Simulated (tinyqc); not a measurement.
# On-chip interconnect, size-dependent resistivity and RC delay: what changes with what

A rectangular line between two neighbours and two ground planes. Surface and grain-boundary scattering are added to the bulk resistivity as corrections; capacitances are parallel-plate values without fringing; inductance is ignored.

Parameters, values chosen for the exercise; metal values close to those of copper: bulk resistivity rho0 = 1.7 uohm cm; bulk mean free path lam = 40.9 nm; specular share of surface scattering ps = 0; reflection coefficient of grain boundaries Rg = 0.31; grain size over the metal width gr = 1; drawn line width wd = 12 nm; aspect ratio, height over width AR = 1.4; liner on both walls and the bottom, not conducting tl = 2.4 nm; space to the neighbouring lines sp = 14 nm; dielectric height to the planes above and below hd = 15 nm; relative permittivity of the dielectric ek = 2.2; Miller factor of the neighbours Mf = 1; line length Lw = 92 um; driver resistance Rd = 550 ohm; load capacitance Cl = 0.27 fF; bulk resistivity of the second metal (close to cobalt) rho2 = 6.19 uohm cm; mean free path of the second metal lam2 = 12.1 nm; liner of the second metal tl2 = 0.1 nm.

Constants: eps0 = 8.8541878128e-12 F/m. Results are converted to the units shown.

Each table varies one quantity; the others keep the values above.

## Delay against the aspect ratio

Metal width x = wd - 2 tl, height y = AR wd - tl; grain boundaries (Mayadas-Shatzkes): al = (lam/(gr x)) Rg/(1 - Rg), g = 1/[1 - 3 al/2 + 3 al^2 - 3 al^3 ln(1 + 1/al)] - 1; surfaces (Fuchs-Sondheimer, thick limit): s = (3/8) lam (1 - ps)(1/x + 1/y); rho = rho0 (1 + g + s); r = rho/(x y); c = eps0 ek (2 wd/hd + 2 Mf AR wd/sp). Elmore delay tE = Rd (c Lw + Cl) + r Lw (c Lw/2 + Cl); t50 is the time at which the far end of a ladder of 30 pi sections (half capacitances at both ends, Cl at the far end, a step applied through Rd) reaches half the step; line share r Lw/(Rd + r Lw); estimate 0.69 Rd (c Lw + Cl) + 0.38 r c Lw^2 + 0.69 r Lw Cl.

Result of one run:

| AR | rho (uohm cm) | r (ohm/um) | c (fF/um) | tE (ps) | t50 (ps) | estimate (ps) | line share of the resistance (%) |
|---|---|---|---|---|---|---|---|
| 2 | 12.41 | 797.8 | 0.09795 | 355.6 | 269.3 | 268.5 | 99.26 |

What becomes of these results when the aspect ratio, height over width AR is changed from 2 to 1.6, all else the same?

Result of the changed run:

| AR | rho (uohm cm) | r (ohm/um) | c (fF/um) | tE (ps) | t50 (ps) | estimate (ps) | line share of the resistance (%) |
|---|---|---|---|---|---|---|---|
| 1.6 | 12.75 | 1054 | 0.08460 | 408.1 | 309.0 | 308.0 | 99.44 |

The whole series:

| AR | rho (uohm cm) | r (ohm/um) | c (fF/um) | tE (ps) | t50 (ps) | estimate (ps) | line share of the resistance (%) |
|---|---|---|---|---|---|---|---|
| 0.8 | 14.82 | 2859 | 0.05788 | 774.5 | 586.2 | 583.4 | 99.79 |
| 1.2 | 13.37 | 1548 | 0.07124 | 508.8 | 385.2 | 383.8 | 99.62 |
| 1.6 | 12.75 | 1054 | 0.08460 | 408.1 | 309.0 | 308.0 | 99.44 |
| 2 | 12.41 | 797.8 | 0.09795 | 355.6 | 269.3 | 268.5 | 99.26 |
| 2.4 | 12.19 | 641.2 | 0.1113 | 323.8 | 245.2 | 244.5 | 99.08 |
| 2.8 | 12.04 | 535.8 | 0.1247 | 302.4 | 229.1 | 228.5 | 98.90 |
| 3.2 | 11.92 | 460.1 | 0.1380 | 287.3 | 217.6 | 217.0 | 98.72 |
| 3.6 | 11.84 | 403.0 | 0.1514 | 276.0 | 209.0 | 208.5 | 98.54 |
| 4 | 11.77 | 358.6 | 0.1647 | 267.4 | 202.5 | 202.0 | 98.36 |

As AR goes from 0.8 to 4, r falls from 2860 to 359 ohm/um, c rises from 0.0579 to 0.165 fF/um and t50 falls from 586 to 202 ps. t50/tE stays at 0.757, and the estimate is within 0.48 % of t50.

## Two metals against line width

Metal width x = wd - 2 tl, height y = AR wd - tl; grain boundaries (Mayadas-Shatzkes): al = (lam/(gr x)) Rg/(1 - Rg), g = 1/[1 - 3 al/2 + 3 al^2 - 3 al^3 ln(1 + 1/al)] - 1; surfaces (Fuchs-Sondheimer, thick limit): s = (3/8) lam (1 - ps)(1/x + 1/y); rho = rho0 (1 + g + s); r = rho/(x y). The second metal has rho2, lam2 and tl2 in place of rho0, lam and tl; ps, Rg, gr and AR are shared.

Result of one run:

| wd (nm) | rho, first (uohm cm) | rho, second (uohm cm) | r, first (ohm/um) | r, second (ohm/um) | ratio second/first |
|---|---|---|---|---|---|
| 17 | 8.554 | 11.89 | 327.7 | 298.5 | 0.9111 |

What becomes of these results when the drawn line width wd is changed from 17 to 10 nm, all else the same?

Result of the changed run:

| wd (nm) | rho, first (uohm cm) | rho, second (uohm cm) | r, first (ohm/um) | r, second (ohm/um) | ratio second/first |
|---|---|---|---|---|---|
| 10 | 17.07 | 15.88 | 2830 | 1165 | 0.4118 |

The whole series:

| wd (nm) | rho, first (uohm cm) | rho, second (uohm cm) | r, first (ohm/um) | r, second (ohm/um) | ratio second/first |
|---|---|---|---|---|---|
| 8 | 25.93 | 18.32 | 9208 | 2115 | 0.2297 |
| 10 | 17.07 | 15.88 | 2830 | 1165 | 0.4118 |
| 13 | 11.70 | 13.64 | 903.2 | 588.6 | 0.6517 |
| 17 | 8.554 | 11.89 | 327.7 | 298.5 | 0.9111 |
| 22 | 6.633 | 10.60 | 135.8 | 158.3 | 1.166 |
| 30 | 5.114 | 9.427 | 51.24 | 75.50 | 1.473 |
| 45 | 3.870 | 8.354 | 15.89 | 29.65 | 1.866 |
| 70 | 3.054 | 7.585 | 4.900 | 11.10 | 2.265 |
| 120 | 2.475 | 7.006 | 1.297 | 3.483 | 2.685 |

The resistivity of the first metal falls from 25.9 to 2.48 uohm cm and that of the second goes from 18.3 to 7.01 uohm cm as the line widens. The products rho0 lam, which set the size effect, are 69.5 and 74.9 uohm cm nm. The two resistances cross at wd = 18.6 nm: below it the second metal gives the lower line resistance. For widths well under the mean free path the thick-limit surface term is only a guide.

Range of the model: The metal width is under the mean free path, where the thick-limit surface term and the simple sum of corrections lose accuracy.

Program tinyqc, `OMP_NUM_THREADS=1 python tinyqc.py 2100170 2100171 out.jsonl`; Intel Xeon 2.30GHz, shared host, one thread, about 0.01 s.
